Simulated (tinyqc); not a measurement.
Choosing the metal: Schottky barrier with interface states (Cowley-Sze model), image lowering and contact resistance. Computed by tinyqc, a small Python program. Command: `OMP_NUM_THREADS=1 python tinyqc.py 3020786 3020787 out.jsonl pinning walk`. One thread of a shared host (Intel(R) Xeon(R) Processor @ 2.30GHz), about 0.01 s of CPU time with the checks.

An n-type semiconductor under a metal. The barrier lies between the Schottky-Mott limit phi_M - chi and the Bardeen limit E_g - E_n, E_n being the neutrality level of the interface states; the space-charge term of the full Cowley-Sze expression is left out.

Inputs (values chosen for the exercise, for a model semiconductor):

| quantity | value | unit |
|---|---|---|
| gap E_g | 2.37 | eV |
| electron affinity chi | 3.79 | eV |
| metal work function phi_M | 4.08 | eV |
| neutrality level E_n above the valence band | 1.41 | eV |
| interface-state density D | 4.1e+13 | cm^-2 eV^-1 |
| dipole layer thickness delta | 0.59 | nm |
| dipole layer constant eps_i | 1 | - |
| dielectric constant eps_s | 12.8 | - |
| electron mass m_e | 0.482 | m_0 |
| valleys M_c | 3 | - |
| donor density N | 1.8e+17 | cm^-3 |
| temperature T | 425 | K |

Pinning factor from: interface states.

Constants: e = 1.602176634e-19 C; eps_0 = 8.8541878128e-12 F/m; k_B = 8.617333262e-05 eV/K; hbar = 1.054571817e-34 J s; m_0 = 9.1093837015e-31 kg; k_B = 1.380649e-23 J/K; h = 6.62607015e-34 J s.

Method:
- S = 1/(1 + e^2 D delta/(eps_i eps_0)); for D per eV, e^2 D is the number e x D in SI units, with 1 cm^-2 = 1e4 m^-2.
- phi_B = S (phi_M - chi) + (1 - S)(E_g - E_n); the hole barrier is E_g - phi_B.
- A* = 4 pi e m_e M_c k_B^2/h^3 (a simple valley count); J_s = A* T^2 exp(-phi/k_B T).
- E_00 = (e hbar/2) sqrt(N/(m_e eps_s eps_0)), E_0 = E_00 coth(E_00/k_B T); scaling form of the contact resistivity rho_c = (k_B/(e A* T)) exp(phi_B/E_0), which is the thermionic result when E_00 << k_B T and keeps only the leading exponential of tunnelling when E_00 >> k_B T; image lowering is left out of it.

pinning factor S = 0.185970

Bardeen barrier = 0.96 eV

E_0 = 0.0367152 eV

Against work function:

| phi_M (eV) | Schottky-Mott (eV) | phi_B (eV) | J_0 (A/cm^2) | rho_c (ohm cm^2) |
|---|---|---|---|---|
| 3.79 | 0.00 | 0.7815 | 1.6977e-02 | 2.0455e+00 |
| 4.02 | 0.23 | 0.8242 | 5.2801e-03 | 6.5578e+00 |
| 4.25 | 0.46 | 0.8670 | 1.6422e-03 | 2.1024e+01 |
| 4.48 | 0.69 | 0.9098 | 5.1075e-04 | 6.7401e+01 |
| 4.70 | 0.91 | 0.9507 | 1.6713e-04 | 2.0541e+02 |
| 4.93 | 1.14 | 0.9935 | 5.1980e-05 | 6.5853e+02 |
| 5.16 | 1.37 | 1.0362 | 1.6167e-05 | 2.1112e+03 |
| 5.39 | 1.60 | 1.0790 | 5.0281e-06 | 6.7683e+03 |

What does the comparison show, and why?

A span of 1.60 eV in work function moves the barrier by 0.298 eV (slope S = 0.186) and rho_c by 3.5 decades. The barrier equals its Schottky-Mott value only at phi_M = chi + E_g - E_n = 4.75 eV, where the interface states are neutral.
